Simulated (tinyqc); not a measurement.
Kinetic Monte Carlo and master equation for a particle on a ring of sites with traps and bias: one step, computed by the program tinyqc.

5 sites on a ring, numbered 1 to 5. The saddle between i and i+1 lies at E0 + s b_i and site i at s eps_i; a force F tilts the landscape, with the saddle half-way.

Task: Closed form at zero force. At zero force D0 = a^2 nu exp(-E0/(k_B T)) / [<exp(-s eps/(k_B T))> <exp(s b/(k_B T))>], with means over the ring; Einstein relation v = D0 F/(k_B T); 1 angstrom = 1e-8 cm.

Inputs (values chosen for the exercise, for a model defect): reference barrier E0 = 0.61 eV; scale factor s of the disorder = 1; attempt frequency nu = 1.3 THz; temperature T = 530 K; site spacing a = 3 angstrom; force F along the ring = 0.0015 eV/angstrom.

Disorder: both.

site energies eps_i (eV): [-0.036, -0.12, -0.069, 0, -0.11]

saddle shifts b_i between sites i and i+1 (eV): [0.03, 0.023, 0.042, -0.023, -0.014]

Constants: k_B = 8.617333262e-05 eV/K.

Give: zero-force diffusivity D0; D0 over the value without disorder; Einstein drift.

Result:

zero-force diffusivity D0 = 1.906e-10 cm^2/s

D0 over the value without disorder = 0.1029

Einstein drift = 6.261e-04 cm/s
